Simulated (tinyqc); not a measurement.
Intrinsic and extrinsic failures together.

All devices wear out with slope 2.4 and scale t63; the share 0.05 also has a flaw with slope 0.6 and scale 0.03 t63: 1 - F = exp(-(t/t63)^2.4) [1 - 0.05 + 0.05 exp(-(t/(0.03 t63))^0.6)]. W = ln(-ln(1 - F)); the local slope is dW/d ln t.

Parameters, values chosen for the exercise:

| symbol | value | unit | meaning |
|---|---|---|---|
| t63 | 3800 | s | characteristic time of a test capacitor |

Results:
```
t (s)	F	W	local slope	F of wear-out alone
0.043	4.395e-4	-7.730	0.5975	1.345e-12
0.2	0.001098	-6.814	0.5937	5.383e-11
0.88	0.002629	-5.940	0.5847	1.885e-9
4	0.006270	-5.069	0.5625	7.136e-8
18	0.01407	-4.257	0.5103	2.637e-6
81	0.02795	-3.563	0.4009	9.747e-5
370	0.04698	-3.034	0.3603	0.003727
7500	0.9943	1.642	2.376	0.9940
```

Estimate the missing row, t = 1700 s.

Computed row:
```
t (s)	F	W	local slope	F of wear-out alone
1700	0.1780	-1.629	1.781	0.1350
```

With this row back in the table: The local slope goes from 0.597 through a minimum of 0.360 (at t = 370 s among the rows listed) to 2.38. At early times the flawed share sets F, 3.27e8 times the wear-out value in the first row, so a line fitted to the steep upper part says nothing about low percentiles.

Numbers from tinyqc (`OMP_NUM_THREADS=1 python tinyqc.py 2070086 2070087 out.jsonl`; about 0.01 s on one thread of a shared Intel Xeon 2.30GHz).
